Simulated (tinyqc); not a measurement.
What moves the results: hole subbands of a hard-walled well, four-band Luttinger model. A value that a table varies takes the place of the one given here.

Hole energies are counted downwards from the unstrained band edge, c = hbar^2/2m0. After the usual block transformation one block is H = [[P + Q - Zs, R - i S], [R + i S, P - Q + Zs]] in (heavy, light), with P +/- Q = c [(g1 +/- g2) k^2 + (g1 -/+ 2 g2) kz^2], R = sqrt(3) c gR k^2, S = 2 sqrt(3) c g3 k kz, kz = -i d/dz; axial approximation gR = (g2 + g3)/2. Zs = b (e_par - e_perp) is the shear part of the strain (the hydrostatic part shifts all levels alike and is left out). Basis sqrt(2/L) sin(n pi z/L), n = 1 to N, for each component: kz^2 gives (n pi/L)^2 and the heavy-light block is R delta_nm - 2 sqrt(3) c g3 k D_nm with D_nm = 4 n m/(L (n^2 - m^2)) for n + m odd, 0 otherwise. The other block has the same levels. The split-off band is left out.

Constants: hbar^2/2m0 = 3.80998211 eV angstrom^2.

Parameters, chosen for this exercise (near those of Ge; shifted at random, so the results belong to these values and not to a real crystal): g1 = 13.36 (Luttinger gamma1); g2 = 4.23 (gamma2); g3 = 5.68 (gamma3); L = 140 angstrom (well width along [001]); k = 0.0163 1/angstrom (wave vector in the plane); Zlist = (-0.0326, -0.0254, -0.0098, -0.0048, 0, 0.0106, 0.0369) eV (shear strain energies (negative: tension in the plane, for b < 0)).

## Which coupling does what

shear strain energy Zs = -0.052900 eV
N = 20, at the given k. Diagonal: R = S = 0. Along [100] and [110] gR is g2 and g3 instead of their mean.

Hole energies (meV):
```
model        E1     E2      E3      E4
diagonal  -1.80  80.11  108.31  123.79
R alone   -2.71  81.02  104.41  127.69
S alone   -7.14  65.49  103.82  103.82
axial     -7.96  65.21  101.11  106.91
[100]     -7.74  65.29  101.45  106.46
[110]     -8.22  65.11  100.79  107.35
```

The couplings move E1 by -6.17 meV: R alone by -0.91, S alone by -5.35, so S matters more at k L/pi = 0.73 (R grows as k^2 and joins equal n, S as k and joins n of opposite parity). Warping spreads E1 by 0.48 meV between [100] and [110], the hole being heavier along [110]; the axial value lies between them.

## Strain

N = 20. dE is the rise of the top subband from k = 0 to k1 = pi/(4L), m1 = c k1^2/dE (dash if dE is not positive), and the heavy weight is taken at k = pi/L.

Top subband:
```
Zs (eV)  HH1 (meV)  LH1 (meV)  dE (meV)  heavy weight  m1 (m0)
-0.0326       42.0        9.3    -0.037         0.171        -
-0.0254       34.8       16.5    -0.361         0.223        -
-0.0098       19.2       32.1     1.514         0.407    0.079
-0.0048       14.2       37.1     1.597         0.490    0.075
0.0000         9.4       41.9     1.641         0.576    0.073
0.0106        -1.2       52.5     1.706         0.756    0.070
0.0369       -27.5       78.8     1.801         0.933    0.067
```

HH1 and LH1 cross at Zs = -2 c g2 (pi/L)^2 = -0.0162 eV; for more negative Zs the light hole is on top. Among the rows with HH1 on top, m1 goes from 0.079 to 0.067 m0 as the splitting widens from 13 to 106 meV, against the unmixed 1/(g1 + g2) = 0.057: compression lightens the holes here. A dash marks a top subband whose hole energy at k1 lies below that at k = 0: an electron-like (negative) mass. m1 describes the neighbourhood of k = 0 only; where HH1 and LH1 lie close, the band may peak further out.

Program tinyqc; command `OMP_NUM_THREADS=1 python tinyqc.py 1281019 1281020 out.jsonl`; about 0.1 s on one thread of a shared Intel(R) Xeon(R) Processor @ 2.30GHz.
